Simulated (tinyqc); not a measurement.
What the thin-film term adds: Deal-Grove kinetics of thermal oxidation of silicon. Computed by tinyqc, a small Python program. Command: `OMP_NUM_THREADS=1 python tinyqc.py 3028015 3028016 out.jsonl oxide walk`. One thread of a shared host (Intel(R) Xeon(R) Processor @ 2.30GHz), about 0.06 s of CPU time with the checks.

Oxidant diffuses through the oxide and reacts at the interface, so that dx/dt = B/(A + 2x) for the oxide thickness x.

Inputs (values chosen for the exercise, close to those used for silicon):

| quantity | value | unit |
|---|---|---|
| prefactor B0 | 770 | um^2/h |
| activation energy E_B | 1.23 | eV |
| prefactor (B/A)0 | 6.88e+06 | um/h |
| activation energy E_A | 2 | eV |
| temperature T | 950 | C |
| oxidant pressure p | 5 | atm |
| pressure exponent m of B/A | 0.77 | - |
| initial oxide x_i | 0.1 | um |
| ratio c of the extra rate to B/A | 3.5 | - |
| decay length L | 0.0055 | um |

Ambient: dry oxygen. Surface: (111). Extension: thin-film term.

Constants: k_B = 8.617333262e-05 eV/K.

Method:
- B = B0 p exp(-E_B/(k_B T)), B/A = (B/A)0 p^m exp(-E_A/(k_B T)), p in atm; A = B/(B/A).
- Temperatures in kelvin are T(C) + 273.15.
- tau = (x_i^2 + A x_i)/B and x = (A/2) [sqrt(1 + 4 B (t + tau)/A^2) - 1], the root of x^2 + A x = B (t + tau).
- Thin-film (Massoud) form: dx/dt = B/(A + 2x) + c (B/A) exp(-x/L), integrated from x_i by fourth-order Runge-Kutta in 2000 steps, the i-th of length (2 i - 1) t/2000^2.

length A = 0.241167 um

parabolic constant B = 0.0329199 um^2/h

linear constant B/A = 0.136503 um/h

Thickness:

| t (h) | Deal-Grove (um) | with the term (um) | difference (nm) |
|---|---|---|---|
| 0.02 | 0.10149 | 0.10149 | 1.0592e-07 |
| 0.05 | 0.10370 | 0.10370 | 2.1858e-07 |
| 0.1 | 0.10734 | 0.10734 | 3.2721e-07 |
| 0.3 | 0.12135 | 0.12135 | 4.1795e-07 |
| 1 | 0.16503 | 0.16503 | 3.6298e-07 |
| 3 | 0.26337 | 0.26337 | 2.7002e-07 |
| 10 | 0.49412 | 0.49412 | 1.6866e-07 |
| 30 | 0.89738 | 0.89738 | 1.0185e-07 |

What follows from these numbers?

The gain reaches at most 4.18e-7 nm among these rows, at 0.3 h, and then shrinks, because the thicker film grows more slowly once diffusion matters. If the base rate kept its starting value B/(A + 2 x_i), the gain would level off at L ln(1 + c (1 + 2 x_i/A) exp(-x_i/L)) = 4.47e-7 nm.
